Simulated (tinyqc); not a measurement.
Landau levels of massive Dirac electrons in two valleys, step by step. Values are carried at full precision from step to step, so a last printed digit may differ when a step is redone from the rounded ones.

In a field B along z: l = 1/sqrt((e/hbar) B) is the magnetic length, n_B = B/(h/e) the number of states per area in one level, hbar wc = 2 muB B/m for mass m in m0; 1/angstrom^2 = 1e16/cm^2.

Constants: e/hbar = 1.519267448e-05 1/(T angstrom^2); h/e = 413566.7697 T angstrom^2; muB = 5.788381798e-05 eV/T; e^2/h = 3.874045865e-05 S.

Parameters, chosen for this exercise (near those of a MoS2 monolayer; not measured data):
- B = 3.1 T (magnetic field)
- n = 1.6 x 1e11/cm^2 (electron sheet density)
- hv = 3.31 eV angstrom (hbar v)
- D = 1.57 eV (gap)

## Scales set by the field

Give l, n_B and the filling factor nu = n/n_B.

l = 145.71 angstrom
n_B = 0.7496 x 1e11/cm^2
nu = 2.135

## The lowest levels

H = hv (tau kx sx + ky sy) + (D/2) sz. Conduction levels E_N = sqrt(D^2/4 + 2N hv^2/l^2) - D/2 from the band edge; N = 1, 2, ... occur in both valleys, N = 0 in one valley only (its partner in the other valley lies at the valence edge). Each state is twofold in spin; spin splittings are left out, although in real dichalcogenides the spin-orbit splitting exceeds the level spacing and changes the filling sequence.

List the eight lowest, in meV, with the gap to the next.

Levels:
```
label  E (meV)  gap above (meV)
0        0.000            0.657
1        0.657            0.657
2        1.314            0.656
3        1.970            0.655
4        2.625            0.655
5        3.280            0.654
6        3.934            0.654
7        4.588            0.653
```

The largest of these gaps, 0.66 meV, first occurs above level 0 and is kB T at 8 K.

## Where EF lies

Level 0 takes 2 n_B electrons and each higher level 4 n_B. At zero temperature and without broadening EF sits in the partly filled level.

Fill the listed levels in order up to nu; give the partly filled level, its energy and its filled share.

level: 1

EF = 0.657 meV
filled share = 0.034

## Fields of the Hall plateaus

A plateau is centred where nu = n/n_B equals 2, 6, 10, 14, 18, 22; there rho_xy = h/(nu e^2).

Plateaus:
```
nu  B (T)  1/B (1/T)  rho_xy (kohm)
2   3.309     0.3022        12.9064
6   1.103     0.9067         4.3021
10  0.662     1.5112         2.5813
14  0.473     2.1157         1.8438
18  0.368     2.7202         1.4340
22  0.301     3.3247         1.1733
```

## Checks

- Level 2 from the matrix in 40 oscillator states against the formula, meV: both 1.314.

tinyqc: `OMP_NUM_THREADS=1 python tinyqc.py 1282382 1282383 out.jsonl`; about 0.01 s, one thread, shared Intel(R) Xeon(R) Processor @ 2.30GHz.
